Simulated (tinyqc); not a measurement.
# Small-signal admittance of a forward-biased p+-n diode: what changes with what

Holes injected into a neutral base of width wb with an ohmic contact at its end; low injection, p0 far above the equilibrium density. A small voltage v exp(i w t), w = 2 pi f, modulates the edge density by p0 v/Vt, and the small-signal density obeys Dp d2p/dx2 = (1/tau + i w) p.

Inputs (values chosen for the exercise); permittivity close to that of germanium:
- T = 300 K (temperature)
- eps_r = 16 (relative permittivity)
- Nd = 1.1e15 cm^-3 (donor density of the base)
- Dp = 25 cm^2/s (hole diffusion coefficient)
- tau = 3e-8 s (hole lifetime)
- wb = 5.2 um (width of the neutral base)
- p0 = 4.8e11 cm^-3 (excess hole density at the junction edge)
- Na = 1e19 cm^-3 (acceptor density of the p+ side)
- Rs = 0.02 ohm cm^2 (series resistance)
- f = 2.4e7 Hz (signal frequency)

Constants: q = 1.602176634e-19 C, kB = 1.380649e-23 J/K, Vt = kB T/q, eps0 = 8.8541878128e-14 F/cm where lengths are in cm. Results are converted to the units shown.

Each table varies one quantity; the others keep the values above.

## Admittance against frequency

L = sqrt(Dp tau); direct current J = (q Dp p0/L) coth(wb/L); k = sqrt(1 + i w tau)/L; diffusion admittance Y = (q Dp p0/Vt) k coth(k wb) = G + i w C_diff; junction capacitance C_j = sqrt(q eps0 eps_r Nd/(2 Vr)) in the depletion approximation, with the remaining barrier Vr = Vt ln(Na/p0), a rough value under forward bias; base-width modulation is left out. Measured admittance 1/[Rs + 1/(Y + i w C_j)].

The same in every row: C_j (uF/cm^2) = 0.016928.

Result of one run:
```
f (Hz)    w tau  G (S/cm^2)  C_diff (uF/cm^2)  measured G (S/cm^2)  measured C (uF/cm^2)  phase of the measured Y (degrees)
2e6     0.37699     0.15986         4.9201e-4              0.16030              0.017308                             53.610
```

What becomes of these results when the signal frequency f is changed from 2e6 to 9e9 Hz, all else the same?

Result of the changed run:
```
f (Hz)   w tau  G (S/cm^2)  C_diff (uF/cm^2)  measured G (S/cm^2)  measured C (uF/cm^2)  phase of the measured Y (degrees)
9e9     1696.5      2.5018         4.4215e-5               49.858             4.5927e-5                             2.9819
```

The whole series:
```
f (Hz)     w tau  G (S/cm^2)  C_diff (uF/cm^2)  measured G (S/cm^2)  measured C (uF/cm^2)  phase of the measured Y (degrees)
1e5     0.018850     0.15981         4.9206e-4              0.15930              0.017309                             3.9055
4e5     0.075398     0.15981         4.9206e-4              0.15934              0.017309                             15.271
2e6      0.37699     0.15986         4.9201e-4              0.16030              0.017308                             53.610
7e6       1.3195     0.16046         4.9142e-4              0.17157              0.017304                             77.296
3e7       5.6549     0.17133         4.8069e-4              0.38299              0.017216                             83.269
1e8       18.850     0.25497         4.0030e-4               2.4838              0.016384                             76.435
5e8       94.248     0.59282         1.8653e-4               26.794             0.0078500                             42.627
2e9       376.99      1.1806         9.3698e-5               47.355             8.7972e-4                             13.140
9e9       1696.5      2.5018         4.4215e-5               49.858             4.5927e-5                             2.9819
```

G starts at J/Vt = 0.160 S/cm^2 and C_diff at (J tau/(2 Vt))(1 - 2 x/sinh 2x) = 4.92e-4 uF/cm^2, x = wb/L = 0.600. Between the last two rows G goes as f^(0.50) and C_diff as f^(-0.50); the limits are 1/2 and -1/2, reached when the signal penetrates only sqrt(Dp/w). The measured C is 0.64 % below C_diff + C_j in the first row and 100 % below it in the last, the difference being due to Rs.

## Effect of the hole lifetime

Same model as above.

The same in every row: C_j (uF/cm^2) = 0.01693.

Effect of the hole lifetime:
```
tau (s)    w tau  G (S/cm^2)  C_diff (uF/cm^2)  measured G (S/cm^2)  measured C (uF/cm^2)  phase of the measured Y (degrees)
3e-10    0.04524      0.8590          1.288e-4               0.9699               0.01644                              68.64
1e-9      0.1508      0.4729          2.310e-4               0.5983               0.01679                              76.71
6e-9      0.9048      0.2253          4.130e-4               0.3589               0.01714                              82.09
3e-8       4.524      0.1673          4.847e-4               0.3029               0.01725                              83.36
1e-7       15.08      0.1561          5.002e-4               0.2921               0.01727                              83.60
6e-7       90.48      0.1521          5.060e-4               0.2882               0.01728                              83.69
3e-6       452.4      0.1514          5.069e-4               0.2876               0.01728                              83.70
```

Read the table: what changes, and by how much?

As tau goes from 3e-10 to 3e-6, G falls from 0.859 to 0.151 S/cm^2, C_diff rises from 1.29e-4 to 5.07e-4 uF/cm^2 and the measured C rises from 0.0164 to 0.0173 uF/cm^2. C_diff stays below C_j.

tinyqc, about 0.01 s, one thread, Intel Xeon 2.30GHz (shared host): `OMP_NUM_THREADS=1 python tinyqc.py 2890123 2890124 out.jsonl`
